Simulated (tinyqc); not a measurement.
Hot carriers by balance equations with a heated Maxwellian: one step, computed by the program tinyqc.

The carriers follow a Maxwellian at an electron temperature T_e, slightly displaced; the drift energy is neglected against k_B T_e. The balance averages the rate, not the time, so mu_0 lies below the relaxation-time value.

Problem. Drift velocity. Parabolic band: E = hbar^2 k^2/(2 m), speed v = hbar k/m, states per spin, volume and energy g(E) = m k/(2 pi^2 hbar^2). Masses are multiplied by m_0 and all formulas are in SI units. Phonon occupation N_q = 1/(exp(hbar w/(k_B T)) - 1). Acoustic deformation potential (elastic, equipartition, absorption and emission together): 1/tau = 2 pi k_B T D_A^2 g(E)/(hbar rho v_l^2). Optical or intervalley deformation potential: 1/tau = (pi Z_f D_o^2/(rho w)) [N_q g(E + hbar w) + (N_q + 1) g(E - hbar w)], with g = 0 below the band edge. Averages over the Maxwellian, <y> = int y x^(1/2) exp(-x) dx / int x^(1/2) exp(-x) dx with x = E/(k_B T_e), split at x_0 = hbar w/(k_B T_e): 64 Gauss-Legendre points in sqrt(x) below it and 128 in sqrt(x - x_0) above it, up to x = 32. Momentum balance: mu(T_e) = e/(m nu), nu = <x (sum of rates)>/<x>. Power lost per carrier: P(T_e) = hbar w <emission rate - absorption rate> + <(2 m v_l^2/(k_B T)) (E - 2 k_B T) acoustic rate>. v = mu(T_e) F; warm-carrier coefficient (mu/mu_0 - 1)/F^2.

Inputs (values chosen for the exercise, modelled on electrons in germanium): effective mass m = 0.224 m_0; density rho = 5323 kg/m^3; sound velocity v_l = 5420 m/s; acoustic deformation potential D_A = 9.9 eV; phonon energy hbar w = 30.7 meV; optical or intervalley deformation potential D_o = 5.6 1e8 eV/cm; final valleys Z_f = 3; lattice temperature T = 300 K; electric field F = 0.57 kV/cm.

Band: parabolic. Solver: damped fixed point.

electron temperature T_e = 305.7413 K

low-field mobility mu_0 = 1703.675 cm^2/(V s)

Constants: k_B = 8.617333262e-05 eV/K; k_B = 1.380649e-23 J/K; e = 1.602176634e-19 C; hbar = 1.054571817e-34 J s; m_0 = 9.1093837015e-31 kg; hbar = 6.582119569e-16 eV s.

Give: mobility mu(T_e); drift velocity; mu/mu_0; (mu/mu_0 - 1)/F^2.

Solution.

mobility mu(T_e) = 1683 cm^2/(V s)

drift velocity = 0.09591 1e7 cm/s

mu/mu_0 = 0.9876

(mu/mu_0 - 1)/F^2 = -0.03812 cm^2/kV^2
